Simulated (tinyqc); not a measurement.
# Trap density from swing and capacitance

Question. In an MOS structure at one bias the subthreshold swing is S = Vt ln 10 (1 + (Cd + q Dit)/Cox) and 1/C_HF = 1/Cox + 1/Cd, Cox = 3.9 eps0/EOT. Find Cd and Dit.

Inputs (values chosen for the exercise):
```
symbol  value  unit                     meaning
T         200     K                 temperature
EOT       5.5    nm  equivalent oxide thickness
```

Constants: q = 1.602176634e-19 C, kB = 1.380649e-23 J/K, Vt = kB T/q, eps0 = 8.8541878128e-14 F/cm where lengths are in cm. Results are converted to the units shown.

S = 170.53898 mV/decade
C_HF = 58.851404 nF/cm^2

Answer. C_HF gives Cd, and the swing gives Cd + q Dit.

Cd = 64.94 nF/cm^2
Dit = 1.252e13 cm^-2 eV^-1

tinyqc, about 0.01 s, one thread, Intel Xeon 2.30GHz (shared host): `OMP_NUM_THREADS=1 python tinyqc.py 2030103 2030104 out.jsonl`
